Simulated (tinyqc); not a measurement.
Inside a calculation. Model: thermal displacements in the Debye model: Debye-Waller factors, bond-length spread and the Lindemann rule. Computed by tinyqc, a small Python program that keeps every step. Command: `OMP_NUM_THREADS=1 python tinyqc.py 3029846 3029847 out.jsonl debyewaller walk`. One thread of a shared host (Intel(R) Xeon(R) Processor @ 2.30GHz), about 0.01 s of CPU time with the checks. Intermediate numbers are printed to about 6 digits and carried at full precision; extremes and crossings named in words are read from the listed rows.

A Debye spectrum with three branches of one velocity, cut at k_B Theta; 2 atoms per cube, nearest neighbours at d = 0.866025 a.

Inputs (values chosen for the exercise, modelled on molybdenum):

| quantity | value | unit |
|---|---|---|
| atomic mass M | 95.95 | u |
| Debye temperature Theta | 405 | K |
| lattice constant a | 3.147 | angstrom |
| temperature T | 150 | K |
| Lindemann ratio x_L | 0.1 | - |
| gamma-ray energy E | 14.4 | keV |
| photoelectron wave number k | 7.1 | 1/angstrom |

Structure: bcc.

reflection (h k l): 3  1  0

Constants: hbar^2/u = 4.18015928e-03 eV angstrom^2; k_B = 8.617333262e-05 eV/K; e = 1.602176634e-19 C; u = 1.6605390666e-27 kg; c = 299792458 m/s; hbar = 6.582119569e-16 eV s.

## Mean-square displacement

<u_x^2> = (3 hbar^2/(2 M k_B Theta)) int_0^1 s coth(s Theta/(2T)) ds (64 Gauss-Legendre points); it tends to 3 hbar^2/(4 M k_B Theta) at T = 0 and to 3 hbar^2 T/(M k_B Theta^2) at high T. B = 8 pi^2 <u_x^2>.

<u_x^2> = 0.00164962 angstrom^2

zero-point value = 9.36227e-04 angstrom^2

classical value = 0.00138700 angstrom^2

B factor = 0.130249 angstrom^2

The zero-point value is 56.8 % and the classical value 84.1 % of the full result; the two are limits, not parts that add.

## Loss of Bragg intensity

G = 2 pi sqrt(h^2 + k^2 + l^2)/a; the intensity is multiplied by exp(-2W), 2W = G^2 <u_x^2>; the loss goes into thermal diffuse scattering.

|G| = 6.31369 1/angstrom

2W = 0.0657583

intensity factor exp(-2W) = 0.936357

## Recoil-free fraction

A nucleus of this mass is supposed to emit a gamma ray of the energy chosen: recoil energy E_R = E^2/(2 M c^2), wave number k_g = E/(hbar c), recoil-free fraction f = exp(-k_g^2 <u_x^2>).

recoil energy = 1.16003 meV

k_g = 7.29753 1/angstrom

recoil-free fraction f = 0.915899

E_R is 0.03 k_B Theta.

## Spread of the bond length

Correlated Debye model: sigma^2 = (3 hbar^2/(M k_B Theta)) int_0^1 s coth(s Theta/(2T)) [1 - sin(s q_D R)/(s q_D R)] ds for two atoms at distance R, q_D = (6 pi^2 n)^(1/3), n atoms per volume; uncorrelated motion would give 2 <u_x^2>. An EXAFS amplitude is damped by exp(-2 k^2 sigma^2).

sigma^2 of the nearest bond = 0.00216150 angstrom^2

correlation 1 - sigma^2/(2 <u_x^2>) = 0.344851

EXAFS damping = 0.804188

Neighbours move partly together, which removes 34 % of the uncorrelated spread.

## Lindemann melting temperature

Melting is placed where sqrt(3 <u_x^2>) = x_L d; the classical form gives T_m = M k_B Theta^2 (x_L d)^2/(9 hbar^2).

Lindemann T_m = 2675.91 K

classical T_m = 2677.61 K

ratio sqrt(3 <u_x^2>)/d at T = 0.0258122

The rule is empirical: x_L is fitted within a family of like crystals, and T_m goes as its square.

## Displacements against temperature

The correlation is 1 - sigma^2/(2 <u_x^2>); exp(-2W) uses 2W = G^2 <u_x^2>.

Displacements (angstrom^2):

| T (K) | <u_x^2> | classical | sigma^2 at d | sigma^2 at 2d | exp(-2W) |
|---|---|---|---|---|---|
| 12 | 9.41635e-04 | 1.10960e-04 | 0.00157371 | 0.00178972 | 0.963160 |
| 40 | 9.96300e-04 | 3.69867e-04 | 0.00158554 | 0.00182319 | 0.961063 |
| 81 | 0.00117656 | 7.48982e-04 | 0.00170097 | 0.00204500 | 0.954182 |
| 140 | 0.00157337 | 0.00129454 | 0.00208119 | 0.00263547 | 0.939208 |
| 220 | 0.00221963 | 0.00203427 | 0.00279036 | 0.00364910 | 0.915321 |
| 320 | 0.00308854 | 0.00295894 | 0.00379098 | 0.00503552 | 0.884160 |
| 490 | 0.00461628 | 0.00453088 | 0.00558812 | 0.00749095 | 0.831922 |
| 730 | 0.00680762 | 0.00675008 | 0.00819130 | 0.0110246 | 0.762335 |
| 890 | 0.00827679 | 0.00822955 | 0.00994264 | 0.0133965 | 0.718971 |

The classical line is within 5 % from T = 320 K (T/Theta = 0.79) on. The correlation of nearest neighbours grows from 0.16 to 0.40, since thermal motion weights long waves, which move neighbours together, more than zero-point motion does; at 2d it ends at 0.19. The reflection keeps 96 % of its intensity at the lowest T and 72 % at the highest.

Checks made by the program: high-temperature series <u^2> = classical x (1 + (Theta/T)^2/36) at T = 5 Theta (relative difference 4e-07).
